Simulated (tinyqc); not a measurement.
# Long-channel MOSFET, surface-potential model: effects of single changes

n-channel transistor on a uniformly doped p-type body, gradual-channel approximation, constant mobility, Boltzmann statistics, full ionisation. Potentials are counted from the neutral body; V is the electron quasi-Fermi potential, Vsb at the source and Vsb + Vds at the drain. Charges are magnitudes per area.

Parameters, values chosen for the exercise; material values close to those of silicon:
- T = 300 K (temperature)
- Eg = 1.13 eV (band gap)
- eps_r = 11.8 (relative permittivity of the semiconductor)
- Nc = 2.77e19 cm^-3 (conduction-band density of states at T)
- Nv = 2.66e19 cm^-3 (valence-band density of states at T)
- Na = 3.5e17 cm^-3 (acceptor density of the body)
- eox = 25.8 (relative permittivity of the gate insulator)
- tox = 180 nm (insulator thickness)
- Vfb = -0.69 V (flat-band voltage)
- mu = 590 cm^2/(V s) (channel mobility)
- W = 5 um (gate width)
- L = 2 um (gate length)
- Vsb = 0.3 V (source-body reverse bias)
- Vgs = 4.42 V (gate-source voltage)
- Vds = 1.2 V (drain-source voltage)

Constants: q = 1.602176634e-19 C, kB = 1.380649e-23 J/K, Vt = kB T/q, eps0 = 8.8541878128e-14 F/cm where lengths are in cm. Results are converted to the units shown.

Each table varies one quantity; the others keep the values above.

## Effect of the acceptor density of the body

ni = sqrt(Nc Nv) exp(-Eg/(2 Vt)), Eg in volts; phiF = Vt ln(Na/ni); Cox = eps0 eox/tox; gamma = sqrt(2 q eps0 eps_r Na)/Cox. The surface potential psi at channel potential V solves Vgs + Vsb - Vfb - psi = gamma sqrt(G), G = psi - Vt + Vt exp((psi - 2 phiF - V)/Vt). Charge sheet: Qi = Cox gamma [sqrt(G) - sqrt(psi - Vt)]; I = mu (W/L) [integral of Qi dpsi from psi_0 to psi_L (drift) + Vt (Qi0 - QiL) (diffusion)], with psi_0 at V = Vsb and psi_L at V = Vsb + Vds. VT = Vfb + 2 phiF + gamma sqrt(2 phiF + Vsb), m = 1 + gamma/(2 sqrt(2 phiF + Vsb)). The swing is 20 mV/log10[I(VT - 0.14 V)/I(VT - 0.16 V)] of the charge-sheet current at the given Vds.

Effect of the acceptor density of the body:

| Na (cm^-3) | gamma (V^0.5) | VT (V) | m | swing (mV/decade) | I at Vgs, Vds (uA) |
|---|---|---|---|---|---|
| 3.5e16 | 0.8530 | 0.9848 | 1.409 | 86.87 | 539.8 |
| 6.5e16 | 1.162 | 1.357 | 1.550 | 95.87 | 443.0 |
| 1.2e17 | 1.579 | 1.853 | 1.736 | 108.0 | 314.2 |
| 2.2e17 | 2.138 | 2.515 | 1.984 | 124.6 | 153.8 |
| 4.1e17 | 2.919 | 3.439 | 2.325 | 148.3 | 31.90 |
| 7.6e17 | 3.975 | 4.690 | 2.781 | 181.8 | 0.01075 |

What does the comparison show?

As Na goes from 3.5e16 to 7.6e17 cm^-3, VT rises from 0.985 to 4.69 V, the swing rises from 86.9 to 182 mV a decade and the current falls from 540 to 0.0107 uA. The swing is 3.6 % above m Vt ln 10 in the first row and 9.8 % above it in the last. The gate voltage is below VT in 1 of the 6 rows. For Na = 3.5e16 to 4.1e17 cm^-3 the surface electron density at the source passes 0.3 Nc, where degeneracy and quantisation, left out here, matter. For Na = 3.5e16 to 1.2e17 cm^-3 mu V/L, with V the smaller of Vds and (Vgs - VT)/m, passes 3e6 cm/s, so velocity saturation would lower the current.

## Effect of the insulator thickness

Same model as above.

Effect of the insulator thickness:

| tox (nm) | gamma (V^0.5) | VT (V) | m | swing (mV/decade) | I at Vgs, Vds (uA) |
|---|---|---|---|---|---|
| 60 | 0.8991 | 1.202 | 1.410 | 86.59 | 1476 |
| 81 | 1.214 | 1.547 | 1.553 | 95.83 | 890.6 |
| 110 | 1.648 | 2.024 | 1.751 | 108.8 | 450.8 |
| 150 | 2.248 | 2.682 | 2.024 | 127.2 | 148.4 |
| 200 | 2.997 | 3.505 | 2.365 | 151.2 | 24.40 |
| 270 | 4.046 | 4.656 | 2.843 | 186.7 | 0.01250 |

Read the table: what changes, and by how much?

As tox goes from 60 to 270 nm, VT rises from 1.20 to 4.66 V, the swing rises from 86.6 to 187 mV a decade and the current falls from 1480 to 0.0125 uA. The swing is 3.2 % above m Vt ln 10 in the first row and 10 % above it in the last. The gate voltage is below VT in 1 of the 6 rows. For tox = 60 to 200 nm the surface electron density at the source passes 0.3 Nc, where degeneracy and quantisation, left out here, matter. For tox = 60 to 110 nm mu V/L, with V the smaller of Vds and (Vgs - VT)/m, passes 3e6 cm/s, so velocity saturation would lower the current.

## Effect of the source-body reverse bias

Same model as above.

The same in every row: gamma (V^0.5) = 2.697.

Effect of the source-body reverse bias:

| Vsb (V) | VT (V) | m | swing (mV/decade) | I at Vgs, Vds (uA) |
|---|---|---|---|---|
| 0 | 2.781 | 2.418 | 156.7 | 92.53 |
| 0.25 | 3.114 | 2.255 | 143.5 | 60.39 |
| 0.5 | 3.412 | 2.138 | 134.5 | 36.41 |
| 0.75 | 3.685 | 2.048 | 127.7 | 19.36 |
| 1 | 3.938 | 1.977 | 122.5 | 8.267 |
| 1.25 | 4.175 | 1.919 | 118.3 | 2.245 |
| 1.5 | 4.398 | 1.870 | 114.8 | 0.1919 |

What does the comparison show?

As Vsb goes from 0 to 1.5 V, VT rises from 2.78 to 4.40 V, the swing falls from 157 to 115 mV a decade and the current falls from 92.5 to 0.192 uA. The swing is 8.9 % above m Vt ln 10 in the first row and 3.2 % above it in the last. For Vsb = 0 to 0.75 V the surface electron density at the source passes 0.3 Nc, where degeneracy and quantisation, left out here, matter.

Program tinyqc, `OMP_NUM_THREADS=1 python tinyqc.py 2360047 2360048 out.jsonl`; Intel Xeon 2.30GHz, shared host, one thread, about 0.03 s.
